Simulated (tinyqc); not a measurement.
Inside a calculation. Model: sheet resistance of a shallow doped layer with concentration-dependent mobility and limited activation. Computed by tinyqc, a small Python program that keeps every step. Command: `OMP_NUM_THREADS=1 python tinyqc.py 3005592 3005593 out.jsonl irvin walk`. One thread of a shared host (Intel(R) Xeon(R) Processor @ 2.30GHz), about 0.02 s of CPU time with the checks. Intermediate numbers are printed to about 7 digits and carried at full precision; extremes and crossings named in words are read from the listed rows.

A layer of one dopant lies in a background of the opposite type. Current flows parallel to the surface down to the junction; depletion is ignored.

Inputs (values chosen for the exercise, modelled on boron in silicon):
```
quantity                          value        unit
surface concentration C_s       1.5e+19      1/cm^3
length l                            170          nm
tail abruptness                     7.8   nm/decade
background C_B                  5.2e+15      1/cm^3
mobility floor mu_min              47.6  cm^2/(V s)
mobility mu_max                     478  cm^2/(V s)
reference density N_r          1.57e+17      1/cm^3
exponent alpha                    0.712           -
prefactor of the active limit   1.1e+23      1/cm^3
energy of the active limit        0.732          eV
anneal temperature T                850           C
```

Profile: box with exponential tail.

Constants: k_B = 8.617333262e-05 eV/K; e = 1.602176634e-19 C.

## Active limit and depths

C(x) = C_s for x < l and C_s 10^(-(x - l)/abruptness) beyond. Temperatures in kelvin are T(C) + 273.15. Active limit C_a = prefactor x exp(-energy/(k_B T)); the junction lies where C = C_B, and the profile exceeds C_a down to x_a (zero if C_s is below C_a). Slope at the junction in nm per decade = ln(10) C/|dC/dx|.

active limit C_a = 5.711835e+19 1/cm^3

junction depth x_j = 196.9887 nm

depth x_a = 0 nm

abruptness at the junction = 7.8 nm/decade

## Local values

Active density N = min(C, C_a); carriers n = N - C_B; mobility mu = mu_min + (mu_max - mu_min)/(1 + ((N + C_B)/N_r)^alpha). Conductivity e n mu. Depths are 0, 0.2, 0.4, 0.6, 0.8 and 0.95 of x_j.

Along the depth:
```
x (nm)      C (1/cm^3)    N (1/cm^3)  mu (cm^2/(V s))  conductivity (S/cm)
0.0000    1.500000e+19  1.500000e+19          63.7173             153.0765
39.3977   1.500000e+19  1.500000e+19          63.7173             153.0765
78.7955   1.500000e+19  1.500000e+19          63.7173             153.0765
118.1932  1.500000e+19  1.500000e+19          63.7173             153.0765
157.5909  1.500000e+19  1.500000e+19          63.7173             153.0765
187.1393  9.522508e+16  9.522508e+16         296.7466               4.2802
```

## Sheet resistance

Integrals from 0 to x_j, where C = C_B (Gauss-Legendre, 60 points on each smooth piece; 1 nm = 1e-7 cm): dose int C dx, carriers int n dx, mean mobility int n mu dx/int n dx, R_s = 1/(e int n mu dx).

chemical dose = 2.600795e+14 1/cm^2

sheet carrier density = 2.599770e+14 1/cm^2

mean mobility = 64.14772 cm^2/(V s)

sheet resistance R_s = 374.2600 ohm/square

carriers per dopant atom = 0.9996061

product R_s x_j = 73724.98 ohm nm

A box at the active limit as deep as x_j would give 103 ohm/square, the least this anneal allows at that depth.

## Raising the surface concentration at fixed length

The last column drops the active limit.

Layers:
```
C_s (1/cm^3)  x_j (nm)  dose (1/cm^2)  mean mu (cm^2/(V s))  R_s (ohm/square)  R_s if all active
1.00e+18      187.8152   1.733699e+13              139.2953          2599.160       2.599160e+03
3.00e+18      191.5367   5.201449e+13               95.3332          1261.111       1.261111e+03
1.00e+19      195.6152   1.733857e+14               69.3664           519.256       5.192563e+02
3.00e+19      199.3367   5.201607e+14               57.8852           207.334       2.073344e+02
1.00e+20      203.4152   1.733873e+15               54.1740           115.087       6.917115e+01
2.00e+20      205.7632   3.467748e+15               54.1713           113.571       3.576274e+01
5.00e+20      208.8671   8.669373e+15               54.1678           111.628       1.468427e+01
1.00e+21      211.2152   1.733875e+16               54.1653           110.202       7.426049e+00
2.00e+21      213.5632   3.467750e+16               54.1628           108.811       3.739218e+00
```

R_s falls as C_s^-0.66 between the first rows and as C_s^-0.02 between the last. Below C_a = 5.7e19 the exponent is set by the mobility, which drops from 139 towards mu_min. Above C_a extra dose only widens the clipped region: in the last row R_s is 29.10 times the fully active value. Caution: in rows with more than about 2e20 active atoms per cm^3 measured mobilities fall further than this form.

Checks made by the program: sheet conductance against adaptive quadrature (relative difference below 1e-10).
